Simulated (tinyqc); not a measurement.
Inside a calculation. Method: Hubbard chain of 4 sites. One step of it, computed by the program tinyqc.

Question. Mean-field iteration 2. H(up) = T + U n(down), H(down) = T + U n(up); fill the lowest levels; n(new) = n + mixing (n(out) - n); E = tr T (rho up + rho down) + U sum n_up n_down of the output.

one-body matrix (hopping and site energies) (eV), lower triangle:
```
           1          2          3         4
1   0.540000
2  -0.840000   0.490000
3   0.000000  -0.840000  -0.460000
4   0.000000   0.000000  -0.840000  0.770000
```

U = 1.600000 eV

electrons, up and down: 3  3

mixing = 0.200000

n(up) after iteration 1: 1 0.981729, 2 0.347550, 3 0.973926, 4 0.376796

n(down) after iteration 1: 1 0.334819, 2 0.944739, 3 0.409897, 4 0.990545

Give: levels, up; levels, down; energy; n(up) after iteration 2; n(down) after iteration 2.

Answer.

levels, up (eV): -0.420  0.725  2.428  2.895

levels, down (eV): -0.156  0.934  2.094  2.756

energy = 3.102 eV

n(up) after iteration 2: 1 0.968, 2 0.396, 3 0.950, 4 0.430

n(down) after iteration 2: 1 0.369, 2 0.898, 3 0.497, 4 0.981
